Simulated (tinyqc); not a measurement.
# Double-gate transistor below threshold, two-dimensional Poisson equation on a small mesh: effects of single changes

Half of a symmetric double-gate structure: row 0 is the mid-plane of the body, where the normal field vanishes. Mobile charge is neglected (subthreshold), the body is fully depleted, and potentials are counted from the intrinsic level; rows run upward to the gate, columns from source to drain.

Inputs (values chosen for the exercise); semiconductor permittivity close to that of germanium:
- T = 350 K (temperature)
- eps_r = 15.7 (relative permittivity of the semiconductor)
- eox = 7.5 (relative permittivity of the insulator)
- tb = 8 nm (half the body thickness)
- tox = 1.7 nm (insulator thickness)
- L = 30 nm (channel length)
- Na = 0 cm^-3 (acceptor density of the depleted body)
- Vbi = 0.56 V (potential of the source)
- Vfb = 0.15 V (gate offset)
- Vg = 0.1 V (gate voltage)
- Vd = 0.7 V (drain voltage)

Constants: q = 1.602176634e-19 C, kB = 1.380649e-23 J/K, Vt = kB T/q, eps0 = 8.8541878128e-14 F/cm where lengths are in cm. Results are converted to the units shown.

Each table varies one quantity; the others keep the values above.

## Effect of the insulator thickness

Mesh: rows i = 0..12 in the semiconductor (step hs = tb/12, row 12 on the interface), then 8 step(s) ho = tox/8 up to the gate row 20; columns j = 0..80 (step hy = L/80). Box integration, divided by eps0: up_i = eps hy/h of the interval above row i, dn_i = that of the interval below (0 for row 0), lat_i = (sum of eps h/2 over the intervals above and below)/hy, s_i = -q Na w_i hy/eps0 with w_i the semiconductor height of the box (hs/2 for row 0 and the interface row, hs between, 0 in the insulator). Each free node obeys (up + dn + 2 lat) psi = up psi(above) + dn psi(below) + lat [psi(left) + psi(right)] + s. Fixed values: gate row Vg - Vfb; column 0 at Vbi and the last column at Vbi + Vd in the semiconductor, each running linearly to Vg - Vfb across the insulator. The system is solved directly. On row 0 the minimum of psi and its place come from a parabola through the three lowest nodes; barrier = Vbi - minimum, swing = Vt ln 10/(d psi/dVg), DIBL = (d psi/dVd)/(d psi/dVg) there. Lambda = pi/k with k the smallest positive root of tan(k tox) tan(k tb) = eox/eps_r.

Result of one run:

| tox (nm) | L/Lambda | barrier (V) | place y/L | swing (mV/decade) | DIBL (mV/V) |
|---|---|---|---|---|---|
| 3.4 | 1.053 | 0.2395 | 0.3714 | 128.0 | 240.6 |

What becomes of these results when the insulator thickness tox is changed from 3.4 to 1.8 nm, all else the same?

Result of the changed run:

| tox (nm) | L/Lambda | barrier (V) | place y/L | swing (mV/decade) | DIBL (mV/V) |
|---|---|---|---|---|---|
| 1.8 | 1.300 | 0.3399 | 0.4010 | 103.4 | 148.1 |

The whole series:

| tox (nm) | L/Lambda | barrier (V) | place y/L | swing (mV/decade) | DIBL (mV/V) |
|---|---|---|---|---|---|
| 0.68 | 1.595 | 0.4297 | 0.4216 | 88.79 | 86.70 |
| 0.94 | 1.512 | 0.4074 | 0.4168 | 92.00 | 100.5 |
| 1.3 | 1.413 | 0.3779 | 0.4101 | 96.64 | 120.1 |
| 1.8 | 1.300 | 0.3399 | 0.4010 | 103.4 | 148.1 |
| 2.5 | 1.175 | 0.2922 | 0.3881 | 113.7 | 188.2 |
| 3.4 | 1.053 | 0.2395 | 0.3714 | 128.0 | 240.6 |

As tox goes from 0.68 to 3.4 nm, the barrier falls from 0.430 to 0.240 V, the swing rises from 88.8 to 128 mV a decade and DIBL rises from 86.7 to 241 mV/V; the ideal swing is 69.4. L/Lambda goes from 1.6 to 1.1.

## Choice of the relaxation factor

Mesh: rows i = 0..3 in the semiconductor (step hs = tb/3, row 3 on the interface), then 1 step(s) ho = tox/1 up to the gate row 4; columns j = 0..6 (step hy = L/6). Sweeps go row by row from row 0, left to right, psi(new) = psi + omega (t - psi) with t the value that solves the node equation for the newest neighbours; free nodes start at zero; stop when the largest change is below 1e-7 V.

Result of one run:

| omega | sweeps |
|---|---|
| 1 | 82 |

What becomes of these results when the relaxation factor omega is changed from 1 to 1.3, all else the same?

Result of the changed run:

| omega | sweeps |
|---|---|
| 1.3 | 43 |

The whole series:

| omega | sweeps |
|---|---|
| 1 | 82 |
| 1.1 | 68 |
| 1.2 | 54 |
| 1.3 | 43 |
| 1.4 | 30 |
| 1.5 | 26 |
| 1.6 | 33 |
| 1.7 | 46 |
| 1.8 | 73 |
| 1.9 | 146 |

Gauss-Seidel (omega = 1) takes 82 sweeps; the fewest, 26, are at omega = 1.5, and omega = 1.9 takes 146. The Jacobi matrix of this mesh has spectral radius rho = 0.9190, so theory puts the best factor at 2/(1 + sqrt(1 - rho^2)) = 1.43.

## Refining the mesh

The mesh has 2 c steps in the semiconductor (rows from 0 up to the interface), c steps in the insulator and 8 c along the channel, each uniform. The system is solved directly; psi is read on row 0 at mid-channel.

Results:

| c | unknowns | psi at mid-channel (V) | d psi/dVg |
|---|---|---|---|
| 1 | 21 | 0.2424 | 0.6955 |
| 2 | 90 | 0.2360 | 0.7021 |
| 4 | 372 | 0.2343 | 0.7038 |
| 6 | 846 | 0.2340 | 0.7042 |
| 8 | 1512 | 0.2339 | 0.7043 |
| 12 | 3420 | 0.2338 | 0.7043 |

Estimate the missing row, c = 3.

Computed row:

| c | unknowns | psi at mid-channel (V) | d psi/dVg |
|---|---|---|---|
| 3 | 207 | 0.2348 | 0.7034 |

With this row back in the table: psi at mid-channel goes from 0.2424 V on the coarsest mesh to 0.2338 V on the finest, a difference of 8.5 mV. d psi/dVg changes by 0.0066 from c = 1 to 2, by 0.0017 from 2 to 4 and by 4.4e-4 from 4 to 8, a ratio of 4.0 between the last two, near the 4 of a second-order scheme.

tinyqc, about 0.1 s, one thread, Intel Xeon 2.30GHz (shared host): `OMP_NUM_THREADS=1 python tinyqc.py 2480052 2480053 out.jsonl`
